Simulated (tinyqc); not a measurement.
Plane-wave Kohn-Sham cycle with exchange-only LDA in a layered model solid, step by step. One step of it, computed by the program tinyqc.

Question. Iteration 1: Hamiltonian at one k. H(m,m') = (k + G_m)^2/2 delta + V(G_m - G_m'), with V(-G) = V(G).

A solid whose potential varies along x alone (atomic units):
```
parameter                      value
period a                    7.200000
cross-section of the cell  27.000000
electrons per cell                 4
grid points                       16
plane waves -n..n, n               3
k points                           2
V1 in V1 cos(2 pi x/a)     -0.440000
V2 in V2 cos(4 pi x/a)      0.120000
```

V(G_m), m = 0, 1, 2, ... (hartree): -0.269843  -0.220000  0.060000  0.000000  0.000000  0.000000  0.000000

k = 0.250000 2 pi / a

Give: H.

Answer.

H (hartree):
```
         -3       -2       -1       +0       +1       +2       +3
-3   2.6097  -0.2200   0.0600   0.0000   0.0000   0.0000   0.0000
-2  -0.2200   0.8963  -0.2200   0.0600   0.0000   0.0000   0.0000
-1   0.0600  -0.2200  -0.0557  -0.2200   0.0600   0.0000   0.0000
+0   0.0000   0.0600  -0.2200  -0.2460  -0.2200   0.0600   0.0000
+1   0.0000   0.0000   0.0600  -0.2200   0.3251  -0.2200   0.0600
+2   0.0000   0.0000   0.0000   0.0600  -0.2200   1.6578  -0.2200
+3   0.0000   0.0000   0.0000   0.0000   0.0600  -0.2200   3.7521
```
